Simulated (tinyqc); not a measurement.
IGBT as a p-i-n diode in series with a MOS channel, on-state and switching loss: two steps of the calculation.

High injection (n = p) in a drift layer from x = -W/2 (anode) to +W/2 (cathode side), recombination only in the layer with lifetime tau, ideal emitters. The channel feeds the cathode side and carries the whole current. Auger recombination, carrier-carrier scattering, emitter losses and the carrier dip under the p body are left out.

Parameters, values chosen for the exercise; material values close to those of silicon: temperature T = 350 K; electron mobility mn = 997 cm^2/(V s); hole mobility mp = 342 cm^2/(V s); width of the drift layer W = 130 um; doping of the drift layer Nd = 5.9e13 cm^-3; high-injection lifetime tau = 2.6 us; current density J = 50 A/cm^2.

Constants: q = 1.602176634e-19 C, kB = 1.380649e-23 J/K, Vt = kB T/q. Results are converted to the units shown.

Task 1. Ambipolar length. b = mn/mp, B = (b - 1)/(b + 1), La = sqrt(2 Vt mn mp tau/(mn + mp)), y = W/(2 La).

Wanted: b; B; La; y.

Result 1.

b = 2.915
B = 0.4892
La = 63.20 um
y = 1.029

Task 2. Carrier profile. n(x) = (tau J/(2 q La))[cosh(x/La)/sinh y - B sinh(x/La)/cosh y]. x/La = (2 x/W) y.

2 x/W, point 0 to 8: [-1, -0.75, -0.5, -0.25, 0, 0.25, 0.5, 0.75, 1]
B = 0.48917102
La = 63.196421 um
y = 1.0285393

Find: n.

Result 2.

n, point 0 to 8 (cm^-3): [1.0730e17, 8.6011e16, 7.0443e16, 5.9558e16, 5.2632e16, 4.9205e16, 4.9050e16, 5.2156e16, 5.8729e16]

The density is 1.83 times higher at the anode than at the cathode side, since holes are the slower carriers; its smallest listed value is 831 times Nd.

tinyqc, about 0.01 s, one thread, Intel Xeon 2.30GHz (shared host): `OMP_NUM_THREADS=1 python tinyqc.py 2590151 2590152 out.jsonl`
